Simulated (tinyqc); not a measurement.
Effective-mass impurity with a central-cell term, in a basis of Slater functions. From relative |psi(0)|^2 back to central-cell strength A. Computed by tinyqc, a small Python program. Command: `OMP_NUM_THREADS=1 python tinyqc.py 3024787 3024788 out.jsonl centralcell inv`. One thread of a shared host (Intel(R) Xeon(R) Processor @ 2.30GHz), about 0.04 s of CPU time with the checks.

The envelope obeys H = -nabla^2 - (2/r) [Z + A exp(-kappa r)] in effective units, with kappa = a*/lambda; positive A deepens the well near the core.

Inputs (values chosen for the exercise, with screening close to that of beta-Ga2O3):
```
quantity,value,unit
effective mass m,1.89,m_0
dielectric constant eps,10.4,-
charge Z of the core,1,-
central-cell range lambda,0.87,angstrom
```

Impurity: acceptor, one isotropic band.

Constants: Ry = 13.605693123 eV; a_0 = 0.529177210903 angstrom.

Method:
- Units: Ry* = Ry m/eps^2 and a* = a_0 eps/m, with m in m_0.
- kappa = a*/lambda; the hydrogenic ground state is bound by Z^2 Ry*.
- For s functions exp(-zeta r), with s = zeta_i + zeta_j: S = 2/s^3, T = zeta_i zeta_j S, V = -2 Z/s^2, W = -2 A/(s + kappa)^2; each function is normalised by dividing by sqrt(S_ii S_jj).
- Large basis: zeta_i = 0.06 x 1.6^(i-1), i = 1..22, same formulas; for p functions r exp(-zeta r): S = 24/s^5, T = zeta_i zeta_j S (centrifugal term included), V = -12 Z/s^4, W = -12 A/(s + kappa)^4; overlap eigenvalues below 1e-11 are dropped.
- Binding energies are -E Ry*; the effective quantum number is nu = Z/sqrt(-E); |psi(0)|^2 is given relative to the hydrogenic Z^3/(pi a*^3).

Problem. A run gave the result below. Find the central-cell strength A, known to lie between -0.57 and -0.27.

relative |psi(0)|^2 = 0.5655149

Solution.

Each step takes the trial c = (a f_b - b f_a)/(f_b - f_a), f being the result less the target; c replaces end b, the old b replaces a if the sign of f changed, and otherwise f_a is halved.

Scan of the range:
```
central-cell strength A,relative |psi(0)|^2
-0.57,0.475422
-0.52,0.506559
-0.47,0.539933
-0.42,0.575714
-0.37,0.614082
-0.32,0.655235
-0.27,0.699382
```

False position (Illinois rule) inside the bracket:
```
step,end a,end b,trial,relative |psi(0)|^2
1,-0.470000,-0.420000,-0.434252,0.565259
2,-0.420000,-0.434252,-0.433903,0.565512
3,-0.420000,-0.433903,-0.433897,0.565517
4,-0.433903,-0.433897,-0.433900,0.565515
```

Relative |psi(0)|^2 rises at every point of a 13-point scan of the range (every second point is shown), so one value fits; it is bracketed by -0.470 and -0.420. Answer: central-cell strength A = -0.4339.

Caution: the effective Bohr radius is only a few bond lengths, so the envelope approximation is rough.
